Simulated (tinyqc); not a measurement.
Planar ballistic transistor, top-of-the-barrier model: one step of the calculation.

At the top of the source barrier, states moving towards the drain are filled by the source (Fermi level 0) and states moving back by the drain (Fermi level -q Vd); nothing scatters. U is the shift of the band edge there, set by the capacitances CG, CD and CS (the total) and by the charge. Parabolic two-dimensional band; the source is grounded.

Task. Self-consistent potential at the barrier top. eta1 = -(E0 + U)/Vt, eta2 = eta1 - Vd/Vt, n = (N0/2)[F_0(eta1) + F_0(eta2)], F_0(x) = ln(1 + exp x). U(out) = UL + q (n - n0)/CS. U(new) = U + 0.2 (U(out) - U).

Values chosen for this exercise; mass and valleys close to those of indium arsenide:

| symbol | value | unit | meaning |
|---|---|---|---|
| T | 77 | K | temperature |
| E0 | 0.3 | eV | band edge at the barrier top above the source Fermi level at zero bias |
| Vd | 0.05 | V | drain voltage |

Constants: q = 1.602176634e-19 C, kB = 1.380649e-23 J/K, Vt = kB T/q. Results are converted to the units shown.

U after iteration 1 = -0.43119084 eV
N0 = 8.5925586e10 cm^-2
CS = 1.8931652 uF/cm^2
n0 = 1.9889464e-9 cm^-2
UL = -0.461 eV

Give: eta1; eta2; n; U(out); U after iteration 2.

Result.

eta1 = 19.77
eta2 = 12.24
n = 1.375e12 cm^-2
U(out) = -0.3446 eV
U after iteration 2 = -0.4139 eV

Numbers from tinyqc (`OMP_NUM_THREADS=1 python tinyqc.py 2400110 2400111 out.jsonl`; about 0.02 s on one thread of a shared Intel Xeon 2.30GHz).
